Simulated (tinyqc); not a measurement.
From one set of inputs to another, one input at a time: deep trap from a strong local potential in a two-band host (Koster-Slater model with semi-elliptic bands). Computed by tinyqc, a small Python program. Command: `OMP_NUM_THREADS=1 python tinyqc.py 3002798 3002799 out.jsonl deeptrap ladder`. One thread of a shared host (Intel(R) Xeon(R) Processor @ 2.30GHz), about 0.02 s of CPU time with the checks.

The valence band spans -2 W_v to 0 and the conduction band E_g to E_g + 2 W_c. The orbital at the impurity site has weight f_v in the valence band and 1 - f_v in the conduction band, each spread as a semi-ellipse (2/(pi W^2)) sqrt(W^2 - x^2) about the band centre. The impurity adds U to this orbital. Spin is left out.

The inputs printed are set A. Inputs not listed in the table keep their values of set A, so the rows need not describe a real material.

Inputs (values chosen for the exercise, with a gap close to that of ZnO):
```
quantity                                value  unit
gap E_g                                  3.33    eV
half-width of the valence band W_v        2.3    eV
half-width of the conduction band W_c     5.3    eV
valence weight f_v of the site orbital   0.39     -
impurity potential U                     11.1    eV
```

Impurity: repulsive, acceptor-like.

Method:
- In the gap G(E) = f_v (2/W_v^2)[x - sqrt(x^2 - W_v^2)] - (1 - f_v)(2/W_c^2)[y - sqrt(y^2 - W_c^2)], x = E + W_v, y = E_g + W_c - E.
- G falls across the gap from G(0) to G(E_g). A repulsive U binds if U > 1/G(0), an attractive one if U < 1/G(E_g); the vacancy level (U infinite) solves G(E) = 0 (bisection).
- The trap level solves G(E) = 1/U (bisection). With D = -dG/dE = D_v + D_c, D_v = f_v (2/W_v^2)[x/sqrt(x^2 - W_v^2) - 1] and D_c = (1 - f_v)(2/W_c^2)[y/sqrt(y^2 - W_c^2) - 1], the weight on the impurity orbital is 1/(U^2 D) and the conduction-band character is D_c/D.

Each row keeps all changes above it:
```
input moved                                 from    to  trap level E_t (eV)  depth below the conduction band (eV)  vacancy level (eV)
set A                                          -     -              0.51591                                2.8141              1.7033
half-width of the conduction band W_c (eV)   5.3   2.7              0.30724                                3.0228              1.0695
gap E_g (eV)                                3.33  2.68              0.22831                                2.4517              0.8294
impurity potential U (eV)                   11.1  7.84              0.10247                                2.5775              0.8294
valence weight f_v of the site orbital      0.39  0.42              0.17552                                2.5045              1.0007
half-width of the valence band W_v (eV)      2.3   2.2              0.20591                                2.4741              1.0362
```

Trap level E_t goes from 0.516 to 0.206, a factor 0.399 in all. The largest single move comes from impurity potential U (a factor 0.449), and valence weight f_v of the site orbital works against it (a factor 1.71). Depth below the conduction band goes from 2.81 to 2.47, a factor 0.879 in all. The largest single move comes from gap E_g (a factor 0.811), and half-width of the conduction band W_c works against it (a factor 1.07). Vacancy level goes from 1.70 to 1.04, a factor 0.608 in all. The largest single move comes from half-width of the conduction band W_c (a factor 0.628), and valence weight f_v of the site orbital works against it (a factor 1.21). The single moves hold for this order of the switches; the total does not depend on the order.

Extremes, crossings and ranges named in words are read from the listed rows.
